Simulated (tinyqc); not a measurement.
# Landau coefficients from the transition

Problem. u = a0 (T - T0) P^2 + be P^4 + ga P^6 (P in uC/cm^2, E in kV/cm, u in mJ/cm^3). Above the transition chi = Cw/(T - T0) with Cw = 1/(2 eps0 a0); at TC = T0 + be^2/(4 a0 ga) the polarisation jumps by sqrt(-be/(2 ga)). Find a0, be and ga.

Inputs (values chosen for the exercise): Curie-Weiss temperature T0 = 700 K.

Constants: eps0 = 8.8541878128e-14 F/cm where lengths are in cm. Results are converted to the units shown.

TC = 710.083333 K
jump of P at TC = 19.1485422 uC/cm^2
Curie constant = 2.82352267e5 K

Answer. The Curie constant gives a0. At TC both u = 0 and du/dP = 0, which give ga = al/P^4 and be = -2 al/P^2 with al = a0 (TC - T0).

a0 = 0.0200 kV cm/(uC K)
be = -0.00110 kV cm^5/uC^3
ga = 1.50e-6 kV cm^9/uC^5

Computed by the program tinyqc: `OMP_NUM_THREADS=1 python tinyqc.py 2860123 2860124 out.jsonl`, one thread of a shared Intel Xeon 2.30GHz, about 0.01 s for the whole run.
